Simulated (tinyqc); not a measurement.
Thermal stress, cracking, delamination and buckling of a thin film; Griffith cracks and misfitting inclusions. From one set of inputs to another, one input at a time. Computed by tinyqc, a small Python program. Command: `OMP_NUM_THREADS=1 python tinyqc.py 3021702 3021703 out.jsonl filmcrack ladder`. One thread of a shared host (Intel(R) Xeon(R) Processor @ 2.30GHz), about 0.01 s of CPU time with the checks.

Isotropic linear elasticity; the substrate is much thicker than the film; stress is positive in tension.

The inputs printed are set A. Set A is modelled on a copper film on silicon; the values taken over come from a set modelled on a silicon nitride film on silicon. Inputs not listed in the table keep their values of set A, so the rows need not describe a real material.

Inputs (values chosen for the exercise, modelled on a copper film on silicon): film Young's modulus E = 115 GPa; film Poisson ratio nu = 0.35; film expansion alpha_f = 17.3 1e-6/K; substrate expansion alpha_s = 3.5 1e-6/K; deposition temperature T_d = 700 K; final temperature T = 300 K; intrinsic stress = -52 MPa; film thickness h = 1.5 micrometre; substrate Young's modulus E_s = 134 GPa; substrate Poisson ratio nu_s = 0.24; inclusion radius R = 0.078 micrometre.

Inclusion: sphere.

Method. Thermal strain = (alpha_f - alpha_s)(T_d - T); stress = E/(1 - nu) x strain + intrinsic stress; plane-strain modulus Ebar = E/(1 - nu^2); G0 = stress^2 h/(2 Ebar) is the energy freed per area when a long strip loses its stress across its width. Film material fills a sphere of radius R in the substrate, with the misfit e = thermal strain (it wants to shrink if e > 0). Radial stress at the wall s0 = e/[(1 - 2 nu)/E + (1 + nu_s)/(2 E_s)]; inside it is uniform and hydrostatic; outside s_rr = s0 (R/r)^3, s_tt = -s_rr/2. Keep-out radius: where |s_rr| falls to 10 MPa (R if it is lower at the wall).

Each row keeps all changes above it:
```
input moved                            from    to  G0 (J/m^2)  radial stress at the wall s0 (MPa)  keep-out radius (micrometre)
set A                                     -     -   4.893e+00                               762.9                         0.331
film expansion alpha_f (1e-6/K)        17.3  3.13   3.498e-02                               -20.5                         0.099
film thickness h (micrometre)           1.5  0.36   8.396e-03                               -20.5                         0.099
film Young's modulus E (GPa)            115   247   7.492e-03                               -25.3                         0.106
intrinsic stress (MPa)                  -52  -230   5.239e-02                               -25.3                         0.106
substrate Young's modulus E_s (GPa)     134   166   5.239e-02                               -29.9                         0.112
substrate expansion alpha_s (1e-6/K)    3.5   3.4   4.698e-02                               -21.8                         0.101
inclusion radius R (micrometre)       0.078   1.2   4.698e-02                               -21.8                         1.556
```

G0 goes from 4.89 to 0.0470, a factor 0.00960 in all. The largest single move comes from film expansion alpha_f (a factor 0.00715), and intrinsic stress works against it (a factor 6.99). Radial stress at the wall s0 goes from 763 to -21.8, -785 in all. The largest single move comes from film expansion alpha_f (-783). Keep-out radius goes from 0.331 to 1.56, a factor 4.70 in all. The largest single move comes from inclusion radius R (a factor 15.4), and film expansion alpha_f works against it (a factor 0.299). The single moves hold for this order of the switches; the total does not depend on the order.

Caution (rows set A): at a stress above 0.4 % of E a ductile film would yield, and the elastic value is then an upper bound; a brittle film in tension cracks instead.

Extremes, crossings and ranges named in words are read from the listed rows.
